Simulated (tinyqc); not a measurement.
# Undoped symmetric double-gate MOSFET, analytic potential model: what changes with what

An undoped body of thickness ts between two equal insulators and tied gates; long channel, electrons only, n = ni exp((psi - V)/Vt) with V the quasi-Fermi potential (0 at the source, Vd at the drain), constant mobility, no quantisation. Across the body psi(x) = V - 2 Vt ln[(ts/(2 beta)) sqrt(q ni/(2 eps0 eps_r Vt)) cos(2 beta x/ts)], x from the centre. Q is the electron charge per area of the whole body.

Values chosen for this exercise; material values those of a made-up semiconductor: temperature T = 300 K; band gap Eg = 1.79 eV; relative permittivity of the semiconductor eps_r = 11.7; conduction-band density of states at T Nc = 3.44e17 cm^-3; valence-band density of states at T Nv = 1.05e19 cm^-3; relative permittivity of the gate insulator eox = 9.35; insulator thickness tox = 2.1 nm; body thickness ts = 5 nm; gate work function less that of the intrinsic body dphi = 0.13 V; channel mobility mu = 440 cm^2/(V s); gate length L = 2 um; drain voltage Vd = 0.8 V.

Constants: q = 1.602176634e-19 C, kB = 1.380649e-23 J/K, Vt = kB T/q, eps0 = 8.8541878128e-14 F/cm where lengths are in cm. Results are converted to the units shown.

Each table varies one quantity; the others keep the values above.

## Effect of the body thickness

ni = sqrt(Nc Nv) exp(-Eg/(2 Vt)), Eg in volts; r = eps_r tox/(eox ts); V0 = dphi + 2 Vt ln[(2/ts) sqrt(2 eps0 eps_r Vt/(q ni))]. beta (between 0 and pi/2) solves (Vg - V0 - V)/(2 Vt) = ln(beta) - ln(cos beta) + 2 r beta tan(beta). Q = 8 eps0 eps_r Vt beta tan(beta)/ts; I = mu (1/L)(4 eps0 eps_r/ts)(2 Vt)^2 [g(beta_s) - g(beta_d)] per width, g = beta tan(beta) - beta^2/2 + r beta^2 tan^2(beta), with beta_s at V = 0 and beta_d at V = Vd.  I(low) is taken at Vg = 0.8 V, Qs and I(high) at Vg = 1.55 V.

Results:
```
ts (nm)	V0 (V)	I(low) (nA/um)	Qs(high) (nC/cm^2)	I(high) (uA/um)
1.7	1.108	0.04888	3084	158.5
3.3	1.073	0.09488	3106	163.7
4.6	1.056	0.1322	3112	165.5
6.4	1.039	0.1840	3115	167.0
8.9	1.022	0.2558	3117	168.1
12	1.006	0.3449	3118	168.9
```

Estimate the missing row, ts = 2.3 nm.

Computed row:
```
ts (nm)	V0 (V)	I(low) (nA/um)	Qs(high) (nC/cm^2)	I(high) (uA/um)
2.3	1.092	0.06613	3096	161.1
```

With this row back in the table: As ts goes from 1.7 to 12 nm, I(low) rises from 0.0489 to 0.345 nA/um and I(high) rises from 159 to 169 uA/um. On average I(low) goes as ts^(1.00) and I(high) goes as ts^(0.03). Below threshold the charge is proportional to the cross-section of the body; above it the insulator sets the charge. In every row the surface density at the source at the higher gate voltage passes 0.3 Nc, where Boltzmann statistics fail. For ts = 1.7 to 6.4 nm the body is thin enough for quantum confinement, left out here, to raise the threshold.

## Transfer curve and volume inversion

Q = 8 eps0 eps_r Vt beta tan(beta)/ts; I = mu (1/L)(4 eps0 eps_r/ts)(2 Vt)^2 [g(beta_s) - g(beta_d)] per width, g = beta tan(beta) - beta^2/2 + r beta^2 tan^2(beta), with beta_s at V = 0 and beta_d at V = Vd. The drop is psi(surface) - psi(centre) at the source end; C = dQs/dVg, Cg = 2 eps0 eox/tox; gm = dI/dVg.

Transfer curve and volume inversion:
```
Vg (V)	Qs (nC/cm^2)	drop (mV)	C/Cg	I (uA/um)	gm/I (1/V)
0.75	0.003654	2.204e-4	1.793e-5	2.078e-5	38.68
0.84	0.1187	0.007160	5.818e-4	6.752e-4	38.67
0.93	3.768	0.2270	0.01804	0.02169	38.22
1.01	58.53	3.452	0.2091	0.3953	32.57
1.1	337.1	17.95	0.5435	3.915	18.94
1.19	785.2	36.12	0.7002	14.85	11.64
1.27	1252	50.60	0.7752	32.71	8.424
1.36	1823	64.38	0.8275	63.09	6.355
1.45	2423	75.91	0.8616	105.1	5.072
```

What does the table show?

The current rises from 2.08e-5 to 105 uA/um. In the first row gm/I is 38.7 1/V, within 0.01 % of 1/Vt: with no depletion charge the whole body follows the gate, and the swing is ideal. The drop between surface and centre goes from 2.2e-4 to 75.9 mV and passes Vt at Vg = 1.19 V among the rows; below that the density varies across the body by less than a factor of e (volume inversion). C reaches 0.86 of Cg in the last row. For Vg = 1.01 to 1.45 V the surface density at the source passes 0.3 Nc, where Boltzmann statistics fail. In every row the body is thin enough for quantum confinement, left out here, to raise the threshold.

## Effect of the gate work function less that of the intrinsic body

Same model as above.

Effect of the gate work function less that of the intrinsic body:
```
dphi (V)	V0 (V)	I(low) (nA/um)	Qs(high) (nC/cm^2)	I(high) (uA/um)
-0.02	0.9018	46.37	4178	286.1
0.03	0.9518	6.853	3820	242.2
0.08	1.002	0.9939	3465	202.1
0.13	1.052	0.1437	3113	165.9
0.18	1.102	0.02078	2765	133.6
0.23	1.152	0.003004	2423	105.1
0.28	1.202	4.343e-4	2086	80.28
```

As dphi goes from -0.02 to 0.28 V, I(low) falls from 46.4 to 4.34e-4 nA/um and I(high) falls from 286 to 80.3 uA/um. V0 rises from 0.902 to 1.20 V. In every row the surface density at the source at the higher gate voltage passes 0.3 Nc, where Boltzmann statistics fail. In every row the body is thin enough for quantum confinement, left out here, to raise the threshold.

tinyqc, about 0.02 s, one thread, Intel Xeon 2.30GHz (shared host): `OMP_NUM_THREADS=1 python tinyqc.py 2440127 2440128 out.jsonl`
